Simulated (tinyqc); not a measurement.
## Metal gate on a two-layer dielectric stack with fixed charge and a dipole: threshold against doping

Gate, layer 2, layer 1, p-type semiconductor; x runs from the gate inwards. Charges are counted in units of +q. psi is the band bending at the surface, positive towards inversion. Classical charge, Boltzmann statistics, no interface traps.

EOT = 3.9 (t1/e1 + t2/e2), Cox = eps0/(t1/e1 + t2/e2); phi_ms = pM - (chi + Eg - Vt ln(Nv/Na)). Vfb = phi_ms + Vd - (q/eps0) [Q1 (t1/e1 + t2/e2) + Q2 t2/e2 + r1 (t1^2/(2 e1) + t1 t2/e2) + r2 t2^2/(2 e2)]: each charge counts with its electrical distance from the gate. ni = sqrt(Nc Nv) exp(-Eg/(2 Vt)), Eg in volts, pB = Vt ln(Na/ni), Vth = Vfb + 2 pB + sqrt(4 q eps0 eps_r Na pB)/Cox.

Values chosen for this exercise; band and dielectric values close to those of silicon, layer 1 close to silicon dioxide, layer 2 close to zirconium oxide: temperature T = 300 K; band gap Eg = 1.12 eV; relative permittivity eps_r = 11.8; conduction-band density of states at T Nc = 2.8e19 cm^-3; valence-band density of states at T Nv = 2.64e19 cm^-3; electron affinity chi = 4.04 eV; work function of the gate metal pM = 4.49 eV; thickness of layer 1, next to the semiconductor t1 = 0.7 nm; relative permittivity of layer 1 e1 = 3.83; thickness of layer 2, next to the gate t2 = 4.5 nm; relative permittivity of layer 2 e2 = 26; fixed charge at the semiconductor interface Q1 = 8e10 cm^-2; fixed charge between the layers Q2 = -3e11 cm^-2; uniform charge density in layer 1 r1 = 0 cm^-3; uniform charge density in layer 2 r2 = -1.2e18 cm^-3; flat-band shift by a dipole layer between the layers Vd = 0 V.

Constants: q = 1.602176634e-19 C, kB = 1.380649e-23 J/K, Vt = kB T/q, eps0 = 8.8541878128e-14 F/cm where lengths are in cm. Results are converted to the units shown.

Result of one run:
```
Na (cm^-3)  phi_ms (V)  2 pB (V)  Qd/Cox (V)  Vth (V)
6.5e17         -0.5742    0.9270      0.1805   0.5459
```

What becomes of these results when the acceptor density Na is changed from 6.5e17 to 2.7e16 cm^-3, all else the same?

Result of the changed run:
```
Na (cm^-3)  phi_ms (V)  2 pB (V)  Qd/Cox (V)  Vth (V)
2.7e16         -0.4920    0.7625     0.03337   0.3165
```

The whole series:
```
Na (cm^-3)  phi_ms (V)  2 pB (V)  Qd/Cox (V)  Vth (V)
1.1e15         -0.4093    0.5970    0.005959   0.2064
3.2e15         -0.4369    0.6522     0.01062   0.2387
9.2e15         -0.4642    0.7068     0.01875   0.2741
2.7e16         -0.4920    0.7625     0.03337   0.3165
7.7e16         -0.5191    0.8167     0.05831   0.3686
2.2e17         -0.5462    0.8709      0.1018   0.4392
6.5e17         -0.5742    0.9270      0.1805   0.5459
1.9e18         -0.6020    0.9824      0.3177   0.7109
```

Vth rises from 0.206 to 0.711 V. Of the change, phi_ms + 2 pB gives 193 mV (Vt ln 10 a decade) and the depletion charge 312 mV, growing as Na^(0.53).

tinyqc, about 0.01 s, one thread, Intel Xeon 2.30GHz (shared host): `OMP_NUM_THREADS=1 python tinyqc.py 2010051 2010052 out.jsonl`
